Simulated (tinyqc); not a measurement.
Undoped symmetric double-gate MOSFET, analytic potential model: one step of the calculation.

An undoped body of thickness ts between two equal insulators and tied gates; long channel, electrons only, n = ni exp((psi - V)/Vt) with V the quasi-Fermi potential (0 at the source, Vd at the drain), constant mobility, no quantisation. Across the body psi(x) = V - 2 Vt ln[(ts/(2 beta)) sqrt(q ni/(2 eps0 eps_r Vt)) cos(2 beta x/ts)], x from the centre. Q is the electron charge per area of the whole body.

Question. Charges and drain current. beta (between 0 and pi/2) solves (Vg - V0 - V)/(2 Vt) = ln(beta) - ln(cos beta) + 2 r beta tan(beta). Q = 8 eps0 eps_r Vt beta tan(beta)/ts; I = mu (1/L)(4 eps0 eps_r/ts)(2 Vt)^2 [g(beta_s) - g(beta_d)] per width, g = beta tan(beta) - beta^2/2 + r beta^2 tan^2(beta), with beta_s at V = 0 and beta_d at V = Vd.

Values chosen for this exercise; material values those of a made-up semiconductor: temperature T = 325 K; relative permittivity of the semiconductor eps_r = 13.8; body thickness ts = 6 nm; channel mobility mu = 520 cm^2/(V s); gate length L = 0.5 um; drain voltage Vd = 1 V.

Constants: q = 1.602176634e-19 C, kB = 1.380649e-23 J/K, Vt = kB T/q, eps0 = 8.8541878128e-14 F/cm where lengths are in cm. Results are converted to the units shown.

beta_s = 1.3160863
beta_d = 0.011709778
r = 1.1625683

Give: Qs; Qd; g(beta_s); g(beta_d); I.

Answer.

Qs = 2306 nC/cm^2
Qd = 0.06257 nC/cm^2
g(beta_s) = 33.89
g(beta_d) = 6.859e-5
I = 900.9 uA/um

The term r beta^2 tan^2(beta), which gives the square law, makes up 87.6 % of g at the source.

Numbers from tinyqc (`OMP_NUM_THREADS=1 python tinyqc.py 2440053 2440054 out.jsonl`; about 0.01 s on one thread of a shared Intel Xeon 2.30GHz).
